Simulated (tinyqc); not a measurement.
# Geometry relaxation of a small cluster, step by step

A worked calculation. Computed by tinyqc, a small Python program that keeps every step. Command: `OMP_NUM_THREADS=1 python tinyqc.py 3006175 3006176 out.jsonl relax walk`. One thread of a shared host (Intel(R) Xeon(R) Processor @ 2.30GHz), about 0.05 s of CPU time with the checks. Intermediate numbers are printed to about 7 digits and carried at full precision; extremes and crossings named in words are read from the listed rows.

E = sum_i {sum_j A exp(-p (r_ij/r0 - 1)) - xi sqrt(rho_i)}, rho_i = sum_j exp(-2 q (r_ij/r0 - 1)); the force on i is -sum_j w_ij (R_i - R_j)/r_ij with w_ij = -(2p/r0) A exp(-p (r_ij/r0 - 1)) + (xi q/r0) exp(-2 q (r_ij/r0 - 1)) (rho_i^(-1/2) + rho_j^(-1/2)).

Inputs (values chosen for the exercise, for model atoms): length r0 = 3.04 angstrom; repulsion A = 0.19 eV; hopping xi = 3.03 eV; decay p = 11; decay q = 2.39; step factor eta = 0.15 angstrom^2/eV; largest number of steps = 80.

Potential: Gupta. Method: steepest descent.

starting positions (angstrom), rows atom 1, atom 2, atom 3, atom 4, atom 5, columns x, y, z:
```
[[-0.21, -0.34, 0.14],
 [2.6, 0.07, 0.27],
 [1.65, 2.53, 0.04],
 [1.34, 0.92, 2.31],
 [1.41, 0.66, -2.29]]
```

## Energy and forces at the start

Evaluate E and the forces at the starting positions.

distances (angstrom): 1-2 2.842728, 1-3 3.421476, 1-4 2.949407, 1-5 3.086956, 2-3 2.647074, 2-4 2.543954, 2-5 2.884060, 3-4 2.800196, 3-5 2.997232, 4-5 4.607874

energy at the start = -25.26179 eV

forces (eV/angstrom), rows atom 1, atom 2, atom 3, atom 4, atom 5, columns x, y, z:
```
[[1.540363, 1.440403, -0.408844],
 [2.407292, -3.089590, -3.340548],
 [-1.264539, 0.602915, -0.983672],
 [-2.322927, 0.913570, 2.529768],
 [-0.360189, 0.132702, 2.203296]]
```

## The first two steps

Steepest descent: R(new) = R + eta F. No atom moves more than 0.3 angstrom a step (the whole step is scaled). Stop when the largest force component is below 1e-5 eV/angstrom.

positions after step 1 (angstrom), rows atom 1, atom 2, atom 3, atom 4, atom 5, columns x, y, z:
```
[[-0.120232, -0.256057, 0.116174],
 [2.740290, -0.110053, 0.075322],
 [1.576306, 2.565136, -0.017326],
 [1.204626, 0.973240, 2.457428],
 [1.389009, 0.667734, -2.161598]]
```

energy after step 1 = -25.96676 eV

positions after step 2 (angstrom), rows atom 1, atom 2, atom 3, atom 4, atom 5, columns x, y, z:
```
[[0.055463, -0.087953, 0.150880],
 [2.663098, -0.035919, 0.231860],
 [1.522730, 2.308927, 0.044385],
 [1.229083, 0.945738, 2.159694],
 [1.319626, 0.709207, -2.116819]]
```

energy after step 2 = -24.65878 eV

The energy rose in a step: the move overshot.

## All steps

The formulas are those given above.

Course of the relaxation:
```
step     E (eV)  largest force (eV/angstrom)  force calls
0     -25.26179                      3.34055            1
1     -25.96676                      2.47746            2
2     -24.65878                      9.32097            3
3     -25.94046                      2.56069            4
4     -23.21114                     10.55533            5
5     -26.03566                      2.34503            6
6     -22.87673                     11.31752            7
7     -26.04310                      2.42939            8
8     -22.73366                     11.76814            9
...         ...                          ...          ...
72    -22.45562                     12.52799           73
73    -25.97898                      2.61859           74
74    -22.45562                     12.52799           75
75    -25.97898                      2.61859           76
76    -22.45562                     12.52799           77
77    -25.97898                      2.61859           78
78    -22.45562                     12.52799           79
79    -25.97898                      2.61859           80
80    -22.45562                     12.52799           81
```

final positions (angstrom), rows atom 1, atom 2, atom 3, atom 4, atom 5, columns x, y, z:
```
[[0.062187, 0.064244, 0.102179],
 [2.614540, 0.000160, 0.171450],
 [1.397273, 2.239596, 0.008371],
 [1.304483, 0.890778, 2.179476],
 [1.411517, 0.645222, -1.991476]]
```

final energy = -22.45562 eV

steps = 80

largest force at the end = 12.52799 eV/angstrom

Tail of the force series: the residual has stopped falling and repeats with period one or two: the iteration swings between two states

Not converged within 80 steps: the residual has stopped falling and repeats with period one or two: the iteration swings between two states. Steepest descent is stable only for eta below 2/lambda_max = 0.0577 at the minimum. A quasi-Newton run from the same start ends at -26.6513 eV.

Reruns converge with step factor eta = 0.025, largest number of steps = 500; or with method = BFGS; or with method = conjugate gradient. Reruns still fail with step factor eta = 2.2, largest number of steps = 500.

Checks made by the program: forces against finite differences of E (relative difference 4e-10).
